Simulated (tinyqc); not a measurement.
Sneak paths and read margin.

Worst-case read of an N x N array without selectors, ideal wires, unselected lines floating and all unselected cells in the low state with resistance K Ron: the sneak path is Rsn = K Ron [2/(N - 1) + 1/(N - 1)^2], in parallel with the selected cell Rc. A sense resistor Ron to ground gives Vout = Vr Ron/(Ron + Rc Rsn/(Rc + Rsn)); margin = [Vout(Rc = Ron) - Vout(Rc = ra Ron)]/Vr.

Inputs (values chosen for the exercise): resistance of the low state Ron = 20 kohm; ratio Roff/Ron ra = 30; factor by which unselected cells are more resistive K = 20; read voltage Vr = 0.5 V.

Sneak paths and read margin:
```
N	Rsn (kohm)	Vout, low state (mV)	Vout, high state (mV)	margin (%)
2	1200	252.1	23.81	45.65
3	500.0	254.9	34.16	44.15
4	311.1	257.8	44.47	42.66
8	122.4	268.9	82.17	37.34
16	55.11	288.4	141.9	29.30
32	26.22	319.0	221.6	19.48
64	12.80	359.7	307.4	10.45
128	6.324	403.1	380.8	4.463
256	3.143	440.2	432.4	1.563
```

What does the comparison show?

The margin falls from 45.7 to 1.56 %; a lone cell has 46.8 %. It first drops below 10 % at N = 128 among the rows, where Rsn = 0.32 Ron. Between the last two rows it goes as N^(-1.51).

Computed by the program tinyqc: `OMP_NUM_THREADS=1 python tinyqc.py 2880118 2880119 out.jsonl`, one thread of a shared Intel Xeon 2.30GHz, about 0.03 s for the whole run.
